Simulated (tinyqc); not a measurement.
Inside a calculation. Model: ferroelectric switching, Landau-Khalatnikov equation.

Numbers from tinyqc (`OMP_NUM_THREADS=1 python tinyqc.py 2860009 2860010 out.jsonl`; about 0.1 s on one thread of a shared Intel Xeon 2.30GHz). Printed values are rounded.

One domain: rho dP/dt = E - (2 al P + 4 be P^3), with al = -3 sqrt(3) Ec/(4 Pr), be = 3 sqrt(3) Ec/(8 Pr^3), so that the static loop has remanence Pr and coercive field Ec. With P in uC/cm^2, E in kV/cm, rho in ohm m and t in ns, dP/dt = [E - 2 al P - 4 be P^3]/(100 rho).

Values chosen for this exercise; remanent polarisation and coercive field close to those of lead zirconate titanate films: remanent polarisation Pr = 30 uC/cm^2; static coercive field Ec = 75 kV/cm; viscosity of the polarisation rho = 0.51 ohm m; field amplitude Em = 170 kV/cm; time step dt = 1.6 ns.

## Landau coefficients and time scales

al = -3 sqrt(3) Ec/(4 Pr), be = 3 sqrt(3) Ec/(8 Pr^3). Relaxation time at remanence tau = 100 rho/(-4 al); final state: the largest root Pf of 2 al P + 4 be P^3 = Em; relaxation time there 100 rho/(2 al + 12 be Pf^2).

al = -3.247595 kV cm/uC
be = 0.001804220 kV cm^5/uC^3
tau = 3.925982 ns
Pf = 38.81791 uC/cm^2
relaxation time at Pf = 1.951881 ns

## Step 1: one time step

P at t = 0 = -30 uC/cm^2

The constant field E = Em acts from t = 0. Explicit Euler: P(new) = P + dt dP/dt(P).

dP/dt = 3.333333 uC/(cm^2 ns)
P after step 1 = -24.66667 uC/cm^2

## Step 2: one time step

As before.

dP/dt = 2.315654 uC/(cm^2 ns)
P after step 2 = -20.96162 uC/cm^2

## Step 3: one time step

As before.

dP/dt = 1.967059 uC/(cm^2 ns)
P after step 3 = -17.81433 uC/cm^2

## Course of the switching

P starts at -Pr. The reference is a fourth-order Runge-Kutta run with 40 substeps a step; the run counts as sound if it ends within 1 % of Pf.

Course of the iteration:
```
step,t (ns),P (uC/cm^2),reference (uC/cm^2)
1,1.6,-24.66667,-25.49053
2,3.2,-20.96162,-21.96064
3,4.8,-17.81433,-18.85206
4,6.4,-14.83104,-15.86289
5,8,-11.78123,-12.77601
6,9.6,-8.478333,-9.389678
7,11.2,-4.734651,-5.480851
8,12.8,-0.3420703,-0.7906347
9,14.4,4.921568,4.940563
10,16,11.23078,11.81142
11,17.6,18.53190,19.41230
12,19.2,26.20051,26.59427
...,...,...,...
16,25.6,38.72914,38.10432
17,27.2,38.80170,38.49947
18,28.8,38.81498,38.67681
19,30.4,38.81739,38.75559
20,32,38.81782,38.79043
21,33.6,38.81790,38.80580
22,35.2,38.81791,38.81258
23,36.8,38.81791,38.81556
24,38.4,38.81791,38.81688
25,40,38.81791,38.81746
26,41.6,38.81791,38.81771
27,43.2,38.81791,38.81783
```

P first turns positive at t = 14.4 ns among the steps, the reference at 14.4 ns (exactly 13.0 ns); the last value is within 0.01 % of Pf. The largest gap to the reference is 1.4 uC/cm^2.
